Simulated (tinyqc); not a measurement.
G0W0 on RHF in the 6-31g basis, for H-, spin multiplicity 1, step by step. The basis has no diffuse functions, so it cannot describe the extra electron: this is an exercise in the method, not the real anion. Computed by tinyqc, a small Python program that keeps every step (integrals from PySCF). Settings: charge = -1, multiplicity = 1, basis = 6-31g, method = RHF, energy threshold = 1e-10, iteration cap = 83, orthogonalisation = symmetric, start = atomic densities, DIIS depth = 6. Command: `OMP_NUM_THREADS=1 python tinyqc.py 24210 24211 out.jsonl` (the two numbers bound the seeds that draw the settings). One thread of a shared host (Intel(R) Xeon(R) Processor @ 2.60GHz), about 0.06 s of CPU time with the checks. The early iterations of the SCF are left out here.

## One-electron integrals

Geometry (angstrom):

| atom | x | y | z |
|---|---|---|---|
| H | 0.00000 | 0.00000 | 0.00000 |

Basis 6-31g: exponents (1/bohr^2) and contraction coefficients of normalised primitives:

| element | l (shell) | exponent | coefficient |
|---|---|---|---|
| H | s (1) | 18.73114 | 0.03349 |
| H | s (1) | 2.82539 | 0.23473 |
| H | s (1) | 0.64012 | 0.81376 |
| H | s (2) | 0.16128 | 1.00000 |

Overlap, kinetic and nuclear-attraction integrals over the contracted functions; the nuclear repulsion is the sum of Za Zb / Rab.

nuclear repulsion = 0 hartree

overlap S:
```
         1H 1s    1H 2s
1H 1s  1.00000  0.65829
1H 2s  0.65829  1.00000
```

kinetic energy T (hartree):
```
         1H 1s    1H 2s
1H 1s  1.39568  0.25974
1H 2s  0.25974  0.24192
```

nuclear attraction V (hartree):
```
          1H 1s     1H 2s
1H 1s  -1.65323  -0.74231
1H 2s  -0.74231  -0.64085
```

core Hamiltonian H = T + V (hartree):
```
          1H 1s     1H 2s
1H 1s  -0.25755  -0.48258
1H 2s  -0.48258  -0.39893
```

## Two-electron integrals

Functions are numbered as in S; the eight-fold symmetry (ij|kl) = (ji|kl) = (kl|ij) leaves the list below.

Two-electron integrals (ij|kl) in chemists' order, unique and non-zero (hartree):
```
(11|11) 1.07657   (21|11) 0.57847   (21|21) 0.32942   (22|11) 0.58740
(22|21) 0.36130   (22|22) 0.45315
```

## Orthogonalisation

S = U s U^T; symmetric (Loewdin) form X = U s^(-1/2) U^T, so that X^T S X = 1.

eigenvalues of S: 0.34171  1.65829

X:
```
          1H 1s     1H 2s
1H 1s   1.24362  -0.46707
1H 2s  -0.46707   1.24362
```

## Starting guess

The start is atomic minimal-basis densities projected into this basis (PySCF's MINAO start) and scaled to the electron count of each spin; this density is not idempotent, so its energy is not variational and may lie below the converged one.

D at the start:
```
         1H 1s    1H 2s
1H 1s  0.53811  0.60083
1H 2s  0.60083  0.67085
```

## Iteration 9 (converged): orbitals

converged F (hartree):
```
          1H 1s     1H 2s
1H 1s   0.60964  -0.12367
1H 2s  -0.12367   0.10139
```

Diagonalise F' = X^T F X, C = X C', fill 1 alpha and 1 beta electrons from the bottom; D = 2 C_occ C_occ^T. Each column has its largest component positive (the first on a tie).

F' = X^T F X (hartree):
```
          1         2
1   1.10866  -0.63125
2  -0.63125   0.43348
```

orbital energies (hartree): MO1 0.05521, MO2 1.48692

coefficients C:
```
           MO1       MO2
1H 1s  0.23859   1.30684
1H 2s  0.82668  -1.03988
```

D after iteration 9:
```
         1H 1s    1H 2s
1H 1s  0.11385  0.39447
1H 2s  0.39447  1.36680
```

## Convergence

Stop when the energy changes by less than 1e-10 hartree and every element of the error matrix X^T (F D S - S D F) X is below 3e-06.

Course of the cycle:

| iteration | E (hartree) | change | largest element of the error matrix |
|---|---|---|---|
| 1 | -0.2995933 | - | 5.53e-01 |
| 2 | -0.4210385 | -1.21e-01 | 5.94e-02 |
| 3 | -0.4224414 | -1.40e-03 | 1.19e-03 |
| 4 | -0.4224418 | -4.51e-07 | 5.40e-04 |
| 5 | -0.4224419 | -6.77e-08 | 3.50e-04 |
| 6 | -0.4224419 | -2.22e-08 | 2.60e-04 |
| 7 | -0.4224419 | -9.93e-09 | 2.07e-04 |
| 8 | -0.4224419 | -1.71e-08 | 1.24e-06 |
| 9 | -0.4224419 | -6.17e-13 | 9.07e-09 |

PySCF RHF in the same basis = -0.4224419 hartree

Converged in 9 iterations.

## Populations

Mulliken: Z minus the diagonal of D S on the atom; Loewdin: the same with S^(1/2) D S^(1/2).

Charges (e):

| atom | Mulliken | Loewdin |
|---|---|---|
| 1H | -1.00000 | -1.00000 |

## Integrals over molecular orbitals

(pq|rs) = sum C_ip C_jq C_kr C_ls (ij|kl), one index at a time.

one-electron integrals over orbitals h = C^T H C (hartree):
```
          1         2
1  -0.47765  -0.13898
2  -0.13898   0.44036
```

Two-electron integrals over orbitals (pq|rs), unique and non-zero (hartree):
```
(11|11) 0.53287   (21|11) 0.13898   (21|21) 0.13605   (22|11) 0.59131
(22|21) 0.24385   (22|22) 0.77894
```

## Screening: direct RPA

With D = e_a - e_i and K = (ia|jb): diagonalise D^(1/2) (D + 4K) D^(1/2) = Z w^2 Z^T; X + Y = D^(1/2) Z w^(-1/2), each column of Z with its largest component positive (the first on a tie); E_c = (sum w - tr (D + 2K)) / 2.

D^(1/2) (D + 4K) D^(1/2) (hartree^2):
```
         1>2
1>2  2.82893
```

excitation energies w (hartree): 1.68194

X + Y:
```
           1
1>2  0.92262
```

RPA correlation energy = -0.0109339 hartree

## G0W0 on Hartree-Fock: HOMO

W(p,q,m) = sqrt2 sum_ia (pq|ia) (X+Y)_ia,m; Sigma_c(x) = sum_(i,m) W^2/(x - e_i + w_m) + sum_(a,m) W^2/(x - e_a - w_m); solve x = e_p + Sigma_c(x) by Newton steps; Z = 1/(1 - dSigma/dx); 1 hartree = 27.211386 eV.

The 12 largest terms at x = e_p (hartree; W for the signs of X + Y given):

| q | m | W | term |
|---|---|---|---|
| 1 | 1 | 0.18134 | 0.01955 |
| 2 | 1 | 0.17752 | -0.01012 |

Newton steps (hartree):

| step | x | Sigma_c(x) | Z |
|---|---|---|---|
| 0 | 0.05521 | 0.00943 | 0.98534 |
| 1 | 0.06450 | 0.00929 | 0.98545 |
| 2 | 0.06450 | 0.00929 | 0.98545 |

quasiparticle energy of the HOMO = 1.75526 eV

Hartree-Fock value = 1.50240 eV

## G0W0 on Hartree-Fock: LUMO

As before.

The 12 largest terms at x = e_p (hartree; W for the signs of X + Y given):

| q | m | W | term |
|---|---|---|---|
| 2 | 1 | 0.31817 | -0.06019 |
| 1 | 1 | 0.17752 | 0.01012 |

Newton steps (hartree):

| step | x | Sigma_c(x) | Z |
|---|---|---|---|
| 0 | 1.48692 | -0.05007 | 0.96243 |
| 1 | 1.43874 | -0.04823 | 0.96416 |
| 2 | 1.43869 | -0.04823 | 0.96416 |

quasiparticle energy of the LUMO = 39.14879 eV

Hartree-Fock value = 40.46123 eV
